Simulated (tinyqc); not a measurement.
Gupta-type many-body potential for a metal: one step, computed by the program tinyqc.

E_i = sum_j A exp(-p (r_ij/r0 - 1)) - xi rho_i^gamma, with rho_i = sum_j exp(-2 q (r_ij/r0 - 1)); gamma = 1/2 is the tight-binding second-moment form. The crystal is fcc unless stated; d is the neighbour distance and a fixed number of shells is kept.

Problem. The (100) surface. fcc shells: d sqrt(k), k = 1..5, with 12, 6, 24, 12, 24 atoms; Omega = d^3/sqrt2. Cut the crystal without relaxation; an atom in layer l keeps the neighbours that lie below the surface plane. Excess = E_i + E_c. Surface energy = sum of excesses over the layers, divided by the area per surface atom: (sqrt3/2) d^2 for (111), d^2 for (100), sqrt2 d^2 for (110).

Inputs (values chosen for the exercise, modelled on platinum):
```
quantity                  value      unit
repulsion A               0.301        eV
hopping xi                 2.65        eV
decay p                    10.4         -
decay q                    3.97         -
reference distance r0     2.775  angstrom
shells kept                   1         -
embedding exponent gamma    0.5         -
```

Surface: (100).

neighbour distance d = 2.788072 angstrom

cohesive energy E_c = 5.570479 eV

Constants: 1 eV/angstrom^2 = 16.02176634 J/m^2.

Give: Layers; excess per surface atom; surface energy.

Solution.

Layers:
```
layer  nearest neighbours  repulsion (eV)    rho  excess (eV)
1                       8           2.293  7.706       0.5069
```

excess per surface atom = 0.5069 eV

surface energy = 1.045 J/m^2
